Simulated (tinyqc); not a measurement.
# Long-channel MOSFET, surface-potential model: effect of the acceptor density of the body

n-channel transistor on a uniformly doped p-type body, gradual-channel approximation, constant mobility, Boltzmann statistics, full ionisation. Potentials are counted from the neutral body; V is the electron quasi-Fermi potential, Vsb at the source and Vsb + Vds at the drain. Charges are magnitudes per area.

ni = sqrt(Nc Nv) exp(-Eg/(2 Vt)), Eg in volts; phiF = Vt ln(Na/ni); Cox = eps0 eox/tox; gamma = sqrt(2 q eps0 eps_r Na)/Cox. The surface potential psi at channel potential V solves Vgs + Vsb - Vfb - psi = gamma sqrt(G), G = psi - Vt + Vt exp((psi - 2 phiF - V)/Vt). Charge sheet: Qi = Cox gamma [sqrt(G) - sqrt(psi - Vt)]; I = mu (W/L) [integral of Qi dpsi from psi_0 to psi_L (drift) + Vt (Qi0 - QiL) (diffusion)], with psi_0 at V = Vsb and psi_L at V = Vsb + Vds. VT = Vfb + 2 phiF + gamma sqrt(2 phiF + Vsb), m = 1 + gamma/(2 sqrt(2 phiF + Vsb)). The swing is 20 mV/log10[I(VT - 0.14 V)/I(VT - 0.16 V)] of the charge-sheet current at the given Vds.

Parameters, values chosen for the exercise; material values close to those of silicon: temperature T = 300 K; band gap Eg = 1.1 eV; relative permittivity of the semiconductor eps_r = 11.5; conduction-band density of states at T Nc = 2.78e19 cm^-3; valence-band density of states at T Nv = 2.68e19 cm^-3; relative permittivity of the gate insulator eox = 7.21; insulator thickness tox = 39 nm; flat-band voltage Vfb = -0.89 V; channel mobility mu = 240 cm^2/(V s); gate width W = 20 um; gate length L = 5 um; source-body reverse bias Vsb = 0 V; gate-source voltage Vgs = 1.33 V; drain-source voltage Vds = 0.1 V.

Constants: q = 1.602176634e-19 C, kB = 1.380649e-23 J/K, Vt = kB T/q, eps0 = 8.8541878128e-14 F/cm where lengths are in cm. Results are converted to the units shown.

Effect of the acceptor density of the body:
```
Na (cm^-3)	gamma (V^0.5)	VT (V)	m	swing (mV/decade)	I at Vgs, Vds (uA)
1.9e16	0.4810	0.2434	1.283	80.09	13.21
3.5e16	0.6528	0.4332	1.375	86.05	10.46
6.5e16	0.8897	0.6873	1.501	94.16	6.796
1.2e17	1.209	1.024	1.668	105.0	2.290
2.2e17	1.637	1.470	1.887	119.7	0.008843
4.1e17	2.234	2.092	2.189	140.5	8.846e-7
```

Read the table: what changes, and by how much?

As Na goes from 1.9e16 to 4.1e17 cm^-3, VT rises from 0.243 to 2.09 V, the swing rises from 80.1 to 141 mV a decade and the current falls from 13.2 to 8.85e-7 uA. The swing is 4.9 % above m Vt ln 10 in the first row and 7.8 % above it in the last. The gate voltage is below VT in 2 of the 6 rows.

tinyqc, about 0.05 s, one thread, Intel Xeon 2.30GHz (shared host): `OMP_NUM_THREADS=1 python tinyqc.py 2360065 2360066 out.jsonl`
